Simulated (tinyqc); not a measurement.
Empirical pseudopotential in a few plane waves, step by step. Computed by tinyqc, a small Python program that keeps every step. Settings: plane-wave index or count = 15. Command: `OMP_NUM_THREADS=1 python tinyqc.py 23257 23258 out.jsonl` (the two numbers bound the seeds that draw the settings). One thread of a shared host (Intel(R) Xeon(R) Processor @ 2.60GHz), about 0.2 s of CPU time with the checks.

## Bloch Hamiltonian at G

Parameters chosen for this model: fcc lattice, atoms at +/- a/8 (1,1,1); form factors in rydberg at |G|^2 in units of (2 pi/a)^2:
```
parameter                 value      unit
a                      5.620000  angstrom
VS(3)                 -0.215000        Ry
VS(8)                  0.043000        Ry
VS(11)                 0.061000        Ry
VA(3)                  0.050000        Ry
VA(4)                  0.033000        Ry
VA(11)                 0.006000        Ry
hbar^2/2m (2 pi/a)^2   4.762226        eV
```

k point G (2 pi / a): [0, 0, 0]

Basis: the 15 shortest G (labels in 2 pi/a), the same at every k. H(G,G') = c |k + G|^2 delta + VS(|G-G'|^2) cos((G-G').tau) + i VA sin((G-G').tau), tau = a/8 (1,1,1); 1 Ry = 13.605693 eV.

H(k) at G (eV), order +0+0+0, -1-1-1, -1-1+1, -1+1-1, -1+1+1, +1-1-1, +1-1+1, +1+1-1, +1+1+1, -2+0+0, +0-2+0, +0+0-2, +0+0+2, +0+2+0, +2+0+0:
```
[[0.000000, 2.068446+0.481034i, -2.068446+0.481034i, -2.068446+0.481034i, -2.068446-0.481034i, -2.068446+0.481034i, -2.068446-0.481034i, -2.068446-0.481034i, 2.068446-0.481034i, 0.000000+0.448988i, 0.000000+0.448988i, 0.000000+0.448988i, 0.000000-0.448988i, 0.000000-0.448988i, 0.000000-0.448988i],
 [2.068446-0.481034i, 14.286679, 0.000000-0.448988i, 0.000000-0.448988i, -0.585045, 0.000000-0.448988i, -0.585045, -0.585045, 0.000000, -2.068446-0.481034i, -2.068446-0.481034i, -2.068446-0.481034i, -0.586861+0.057724i, -0.586861+0.057724i, -0.586861+0.057724i],
 [-2.068446-0.481034i, 0.000000+0.448988i, 14.286679, 0.585045, 0.000000-0.448988i, 0.585045, 0.000000-0.448988i, 0.000000, -0.585045, -2.068446+0.481034i, -2.068446+0.481034i, 0.586861+0.057724i, 2.068446-0.481034i, -0.586861-0.057724i, -0.586861-0.057724i],
 [-2.068446-0.481034i, 0.000000+0.448988i, 0.585045, 14.286679, 0.000000-0.448988i, 0.585045, 0.000000, 0.000000-0.448988i, -0.585045, -2.068446+0.481034i, 0.586861+0.057724i, -2.068446+0.481034i, -0.586861-0.057724i, 2.068446-0.481034i, -0.586861-0.057724i],
 [-2.068446+0.481034i, -0.585045, 0.000000+0.448988i, 0.000000+0.448988i, 14.286679, 0.000000, 0.585045, 0.585045, 0.000000-0.448988i, 2.068446+0.481034i, -0.586861+0.057724i, -0.586861+0.057724i, -2.068446-0.481034i, -2.068446-0.481034i, 0.586861-0.057724i],
 [-2.068446-0.481034i, 0.000000+0.448988i, 0.585045, 0.585045, 0.000000, 14.286679, 0.000000-0.448988i, 0.000000-0.448988i, -0.585045, 0.586861+0.057724i, -2.068446+0.481034i, -2.068446+0.481034i, -0.586861-0.057724i, -0.586861-0.057724i, 2.068446-0.481034i],
 [-2.068446+0.481034i, -0.585045, 0.000000+0.448988i, 0.000000, 0.585045, 0.000000+0.448988i, 14.286679, 0.585045, 0.000000-0.448988i, -0.586861+0.057724i, 2.068446+0.481034i, -0.586861+0.057724i, -2.068446-0.481034i, 0.586861-0.057724i, -2.068446-0.481034i],
 [-2.068446+0.481034i, -0.585045, 0.000000, 0.000000+0.448988i, 0.585045, 0.000000+0.448988i, 0.585045, 14.286679, 0.000000-0.448988i, -0.586861+0.057724i, -0.586861+0.057724i, 2.068446+0.481034i, 0.586861-0.057724i, -2.068446-0.481034i, -2.068446-0.481034i],
 [2.068446+0.481034i, 0.000000, -0.585045, -0.585045, 0.000000+0.448988i, -0.585045, 0.000000+0.448988i, 0.000000+0.448988i, 14.286679, -0.586861-0.057724i, -0.586861-0.057724i, -0.586861-0.057724i, -2.068446+0.481034i, -2.068446+0.481034i, -2.068446+0.481034i],
 [0.000000-0.448988i, -2.068446+0.481034i, -2.068446-0.481034i, -2.068446-0.481034i, 2.068446-0.481034i, 0.586861-0.057724i, -0.586861-0.057724i, -0.586861-0.057724i, -0.586861+0.057724i, 19.048905, 0.585045, 0.585045, -0.585045, -0.585045, 0.000000],
 [0.000000-0.448988i, -2.068446+0.481034i, -2.068446-0.481034i, 0.586861-0.057724i, -0.586861-0.057724i, -2.068446-0.481034i, 2.068446-0.481034i, -0.586861-0.057724i, -0.586861+0.057724i, 0.585045, 19.048905, 0.585045, -0.585045, 0.000000, -0.585045],
 [0.000000-0.448988i, -2.068446+0.481034i, 0.586861-0.057724i, -2.068446-0.481034i, -0.586861-0.057724i, -2.068446-0.481034i, -0.586861-0.057724i, 2.068446-0.481034i, -0.586861+0.057724i, 0.585045, 0.585045, 19.048905, 0.000000, -0.585045, -0.585045],
 [0.000000+0.448988i, -0.586861-0.057724i, 2.068446+0.481034i, -0.586861+0.057724i, -2.068446+0.481034i, -0.586861+0.057724i, -2.068446+0.481034i, 0.586861+0.057724i, -2.068446-0.481034i, -0.585045, -0.585045, 0.000000, 19.048905, 0.585045, 0.585045],
 [0.000000+0.448988i, -0.586861-0.057724i, -0.586861+0.057724i, 2.068446+0.481034i, -2.068446+0.481034i, -0.586861+0.057724i, 0.586861+0.057724i, -2.068446+0.481034i, -2.068446-0.481034i, -0.585045, 0.000000, -0.585045, 0.585045, 19.048905, 0.585045],
 [0.000000+0.448988i, -0.586861-0.057724i, -0.586861+0.057724i, -0.586861+0.057724i, 0.586861+0.057724i, 2.068446+0.481034i, -2.068446+0.481034i, -2.068446+0.481034i, -2.068446-0.481034i, 0.000000, -0.585045, -0.585045, 0.585045, 0.585045, 19.048905]]
```

## Levels at G

Diagonalise the Hermitian matrix.

eigenvalues (eV): [-2.268854, 10.231697, 10.231697, 10.231697, 12.857415, 13.872124, 13.872124, 13.872124, 17.878816, 17.878816, 18.276599, 22.348352, 22.348352, 22.348352, 24.607550]

## Bands along a path

The same steps at evenly spaced points between the labelled ones.

Bands along the path (eV), lowest eight:
```
k            band 1     band 2     band 3     band 4     band 5     band 6     band 7     band 8
L         -0.125514   3.683565   9.328009   9.328009  12.171698  14.592147  14.592147  18.519227
L-G 0.25  -0.770487   4.623289   9.358360   9.358360  12.244201  14.581651  14.581651  18.754544
L-G 0.50  -1.551845   6.451669   9.622069   9.622069  12.614658  14.678121  14.678121  17.339490
L-G 0.75  -2.084480   8.656648  10.011900  10.011900  13.130066  14.250217  14.250217  14.892170
G         -2.268854  10.231697  10.231697  10.231697  12.857415  13.872124  13.872124  13.872124
G-X 0.25  -2.022393   8.742713   9.602054   9.602054  13.206793  14.283898  14.911621  14.911621
G-X 0.50  -1.300759   6.595410   8.664095   8.664095  12.253831  13.808078  17.046066  17.046066
G-X 0.75  -0.190663   4.620991   8.066283   8.066283  11.746528  12.397872  19.574525  19.574525
X          0.810276   3.419745   7.959802   7.959802  11.640922  11.932237  22.370937  22.370937
```

With 4 band(s) filled, the highest filled level on these points lies at G and the lowest empty one at X: a gap of 1.4092 eV, indirect. This holds for the small fixed basis; with all plane waves up to |k + G|^2 = 21 (2 pi/a)^2 the gap along the path is 1.21 eV.

## Convergence with the number of plane waves

Levels at G counted from the fourth one.

Levels (eV):
```
plane waves     level 1   level 5   level 8
9            -15.321592  0.897976  2.601690
15           -12.500550  2.625718  3.640428
27           -11.877083  2.989904  3.652093
51           -11.939886  3.039463  3.712414
59           -11.965224  3.042668  3.546297
65           -11.973116  3.042373  3.513484
89           -11.944236  3.028348  3.537677
```
